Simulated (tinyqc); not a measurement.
Fully depleted semiconductor-on-insulator film with two gates, non-linear Poisson equation by Newton steps: one step of the calculation.

One dimension across the film, front interface at x = 0, back interface at x = ts. psi is counted from the intrinsic level, n = ni exp(psi/Vt) (source grounded), holes neglected, acceptors ionised. Gates act through Cox = eps0 eox/tox and Cbox = 3.9 eps0/tb with potentials G1 = Vg - (phiM - chi - Vt ln(Nc/ni)) and G2 = Vb - (phiB - chi - Vt ln(Nc/ni)). Classical Boltzmann densities, no interface charge, no depletion in the back plane.

Problem. Capacitances and gate potentials. ni = sqrt(Nc Nv) exp(-Eg/(2 Vt)), Eg in volts; Cox, Cbox, G1, G2 as defined; Cs = eps0 eps_r/ts; a = eps0 eps_r/h with h = ts/10; coupling ratio of a depleted film Cs Cbox/(Cox (Cs + Cbox)).

Parameters, values chosen for the exercise; band and dielectric values close to those of silicon: temperature T = 400 K; band gap Eg = 1.14 eV; relative permittivity eps_r = 11.9; conduction-band density of states at T Nc = 4.34e19 cm^-3; valence-band density of states at T Nv = 4.05e19 cm^-3; electron affinity chi = 3.99 eV; relative permittivity of the gate insulator (close to silicon dioxide) eox = 3.9; insulator thickness tox = 2 nm; film thickness ts = 24 nm; buried-oxide thickness (eps_r 3.9) tb = 14 nm; work function of the front gate phiM = 4.51 eV; work function of the back plane phiB = 4.04 eV; back-gate voltage Vb = 0 V; front-gate voltage Vg = 0.51 V.

Constants: q = 1.602176634e-19 C, kB = 1.380649e-23 J/K, Vt = kB T/q, eps0 = 8.8541878128e-14 F/cm where lengths are in cm. Results are converted to the units shown.

Wanted: ni; Cox; Cbox; Cs; a; G1; G2; coupling ratio.

Solution.

ni = 2.7592e12 cm^-3
Cox = 1.7266 uF/cm^2
Cbox = 0.24665 uF/cm^2
Cs = 0.43902 uF/cm^2
a = 4.3902 uF/cm^2
G1 = 0.56119 V
G2 = 0.52119 V
coupling ratio = 0.091468

tinyqc, about 0.5 s, one thread, Intel Xeon 2.30GHz (shared host): `OMP_NUM_THREADS=1 python tinyqc.py 2190174 2190175 out.jsonl`
